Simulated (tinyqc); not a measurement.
Inside a calculation. Model: thermal stress and diffusional relaxation in a metal film: Coble and Nabarro-Herring creep, cooling and holds. Computed by tinyqc, a small Python program that keeps every step. Command: `OMP_NUM_THREADS=1 python tinyqc.py 3011195 3011196 out.jsonl creep walk`. One thread of a shared host (Intel(R) Xeon(R) Processor @ 2.30GHz), about 0.03 s of CPU time with the checks. Intermediate numbers are printed to about 7 digits and carried at full precision; extremes and crossings named in words are read from the listed rows.

A thin film on a rigid substrate is stress-free at T0. Tension is positive and the film creeps linearly: d sigma/dt = -M (mismatch) dT/dt - sigma/tau.

Inputs (values chosen for the exercise, modelled on copper films on silicon):
```
quantity                           value        unit
biaxial modulus M                    178         GPa
expansion mismatch                  14.2      1e-6/K
atomic volume Omega                 11.8  angstrom^3
lattice prefactor D0             2.5e-05       m^2/s
lattice energy E                    2.07          eV
boundary prefactor (delta D_b)0  5.5e-15       m^3/s
boundary energy E_b                 1.06          eV
grain size d                         2.6          um
stress-free temperature T0           400           C
hold temperature T                   170           C
hold time t                          8.3           h
cooling rate                           1       C/min
yield stress                         270         MPa
```

Constants: k_B = 1.380649e-23 J/K; k_B = 8.617333262e-05 eV/K.

## Elastic stress after a quench

Thermoelastic slope = M x mismatch; sigma_0 = slope x (T0 - T).

thermoelastic slope = 2.5276 MPa/K

stress after a quench sigma_0 = 581.348 MPa

Caution: the elastic stress exceeds the yield stress, so dislocation glide would cap it first.

## Creep at the hold temperature

Creep rate per stress: Nabarro-Herring 14 D Omega/(k_B T d^2), Coble (14 pi) delta D_b Omega/(k_B T d^3), with D = D0 exp(-E/(k_B T)), delta D_b = (delta D_b)0 exp(-E_b/(k_B T)); 1/tau = M x (sum of both)/2 (biaxial strain rate is half the uniaxial one). Temperatures in kelvin are T(C) + 273.15. sigma(t) = sigma_0 exp(-t/tau), relaxed part sigma_0 - sigma(t); the grain size where both mechanisms are equal is pi delta D_b/D.

Nabarro-Herring rate = 2.871034e-25 1/(Pa s)

Coble rate = 2.338769e-17 1/(Pa s)

relaxation time tau = 133.4505 h

stress after the hold = 546.2923 MPa

stress relaxed during the hold = 35.05570 MPa

crossover grain size = 2.117983e+08 um

Coble creep is 8.1e7 times as fast as Nabarro-Herring creep at this grain size. The crossover size is formal, far above any film grain. Caution: bulk creep laws overstate relaxation in a bonded film, where the substrate constrains boundary diffusion, and dislocation glide is left out.

## Stress after cooling to room temperature

Cooling from T0 at the constant rate: d sigma/dT = -slope + sigma/(tau(T) x rate), integrated to 25 C (stiff solver, tolerance 1e-9). Effective stress-free temperature T_eff = 25 C + sigma/slope.

stress at 25 C = 644.9560 MPa

effective stress-free temperature = 280.1654 C

Creep during cooling removes 32.0 % of the elastic value. Caution: bulk creep laws overstate relaxation in a bonded film, and dislocation glide would cap stresses above the yield stress.

## Where a fixed hold relaxes most

For each hold temperature: sigma_0 = slope (T0 - T), relaxed stress sigma_0 (1 - exp(-t/tau)), initial rate sigma_0/tau. In confined lines the relaxed part appears as void volume.

Holds:
```
T (C)  sigma_0 (MPa)       tau (h)  relaxed (MPa)  initial rate (MPa/h)
25           947.850  6.545334e+07   1.201948e-04          1.448131e-05
65           846.746  5.637780e+05   1.246579e-02          1.501914e-03
105          745.642  1.344490e+04   4.601684e-01          5.545909e-02
145          644.538  6.619642e+02   8.031049e+00          9.736751e-01
185          543.434  5.560226e+01   7.535655e+01          9.773595e+00
225          442.330  7.000948e+00   3.071642e+02          6.318145e+01
265          341.226  1.206696e+00   3.408746e+02          2.827772e+02
305          240.122  2.666417e-01   2.401220e+02          9.005419e+02
345          139.018  7.195396e-02   1.390180e+02          1.932041e+03
385           37.914  2.285726e-02   3.791400e+01          1.658729e+03
```

The relaxed stress peaks at 265 C among these rows: colder holds have more stress but slower diffusion, hotter ones faster diffusion but less stress. The initial rate peaks about k_B T^2/E_b = 37 K below T0 when boundaries dominate; its largest row is 345 C. Caution: dislocation glide would cap stresses above the yield stress; capping layers can block the surface and boundary paths, and threshold stresses are ignored.

Checks made by the program: cooling integral by quadrature (relative difference 2e-09).
